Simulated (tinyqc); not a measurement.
Froehlich polaron in a polar crystal. Changing the temperature T. Computed by tinyqc, a small Python program. Command: `OMP_NUM_THREADS=1 python tinyqc.py 3015880 3015881 out.jsonl frohlich sweep`. One thread of a shared host (Intel(R) Xeon(R) Processor @ 2.30GHz), about 0.07 s of CPU time with the checks.

One electron in a parabolic band of mass m*, coupled to dispersionless LO phonons in the continuum model. Energies are in units of hbar omega unless marked, wave numbers in k_0 = sqrt(2 m* omega/hbar).

Inputs (values chosen for the exercise, for a model crystal):
```
quantity,value,unit
band mass m*,0.339,m_0
LO phonon energy hbar omega,86.6,meV
eps_inf,6.05,-
static dielectric constant eps_s,34.1,-
```

Constants: hbar^2/(2 m_0) = 3.80998212 eV angstrom^2; e^2/(4 pi eps_0) = 14.39964548 eV angstrom; k_B = 8.617333262e-05 eV/K; hbar = 6.582119569e-16 eV s; e = 1.602176634e-19 C; m_0 = 9.1093837015e-31 kg.

Method. 1/eps* = 1/eps_inf - 1/eps_s; k_0 = sqrt(2 m* omega/hbar) = sqrt(m* hbar omega / (hbar^2/(2 m_0))) with m* in m_0; alpha = (e^2/(4 pi eps_0)) k_0/(2 eps* hbar omega); polaron length 1/k_0. Scattering by absorption of an LO phonon: 1/tau = 2 alpha omega n, n = 1/(exp(hbar omega/(k_B T)) - 1); mu = e tau/m*, the weak-coupling result for k_B T well below hbar omega.

One run for each value:
```
temperature T (K),mobility (cm^2/(V s)),phonon occupation n,lifetime tau (fs)
100,4.5988e+05,4.3209e-05,8.8639e+04
140,2.6022e+04,7.6360e-04,5.0156e+03
180,5.2635e+03,3.7752e-03,1.0145e+03
230,1.5498e+03,1.2822e-02,2.9871e+02
310,4.8841e+02,4.0685e-02,9.4137e+01
400,2.2522e+02,8.8228e-02,4.3410e+01
530,1.1247e+02,1.7668e-01,2.1678e+01
690,6.5389e+01,3.0389e-01,1.2603e+01
```

Over the rows, mobility (cm^2/(V s)) falls from 460000 to 65.4 (exponent d ln y / d ln x -8.5 between the first rows and -2.1 between the last); phonon occupation n rises from 4.32e-5 to 0.304 (exponent d ln y / d ln x 8.5 between the first rows and 2.1 between the last); lifetime tau (fs) falls from 88600 to 12.6 (exponent d ln y / d ln x -8.5 between the first rows and -2.1 between the last). Between the first two rows ln(mu) against 1/T has the slope 1010 K, near hbar omega/k_B = 1000 K.

Caution (rows 100, 140): LO phonons are so rare at this T that impurities and acoustic phonons, left out here, limit the real mobility. Caution (rows 310, 400, 530, 690): this mobility formula holds for weak coupling and k_B T well below hbar omega, and it leaves out all other scattering.
